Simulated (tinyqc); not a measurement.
What each parameter does: localisation in a chain with random site energies (transfer matrices).

Hopping -t; leads with site energy 0, E = -2t cos(ka). psi_(j+1) = ((e_j - E)/t) psi_j - psi_(j-1), a product of matrices M_j = [[(e_j - E)/t, -1], [1, 0]]. For M = M_N ... M_1 the transmission is T = 4 sin^2(ka)/|M21 - M12 + M22 exp(ika) - M11 exp(-ika)|^2. Long samples draw e_j = W (x_j/2147483647 - 1/2) from x_j = 16807 x_(j-1) mod 2147483647, starting at x0. The localisation length xi, in sites, is defined by ln T = -2N/xi on average; weak disorder gives xi = 24 (4t^2 - E^2)/W^2, and the mean free path for backscattering is xi/2.

Numerical xi = N/ln sqrt(psi_(N+1)^2 + psi_N^2) for N = 20000 sites from psi_1 = 1, psi_0 = 0; its statistical error is about xi sqrt(xi/N).

Inputs chosen for the exercise:
- t = 1.05 eV (hopping)
- E = -0.85 eV (energy)
- W = 1.95 eV (full width of the disorder)
- x0 = 2900 (start of the number sequence)

Numerical and weak-disorder xi.

One parameter was then changed.

Results before and after:

| case | numerical xi (sites) | weak-disorder xi (sites) |
|---|---|---|
| base | 23.09 | 23.27 |
| changed | 22.25 | 23.27 |

Which of these changes was made? (a) W = 2.34 eV; (b) x0 = 2901; (c) E = -0.59 eV; (d) t = 1.208 eV.
Answer: (b) x0 = 2901. Of the candidates, run in turn, only this one gives the changed row.

All candidates:

| case | numerical xi (sites) | weak-disorder xi (sites) |
|---|---|---|
| base | 23.09 | 23.27 |
| t = 1.208 eV | 31.35 | 32.28 |
| E = -0.59 eV | 25.66 | 25.64 |
| W = 2.34 eV | 16.18 | 16.16 |
| x0 = 2901 | 22.25 | 23.27 |

A new x0 is another sample of the same disorder; its shift is one draw of the statistical scatter, about xi sqrt(xi/N); the other rows share one sample, so their errors are correlated.

(tinyqc, `OMP_NUM_THREADS=1 python tinyqc.py 1481687 1481688 out.jsonl`, Intel(R) Xeon(R) Processor @ 2.30GHz, 1 thread, shared host, about 0.08 s.)
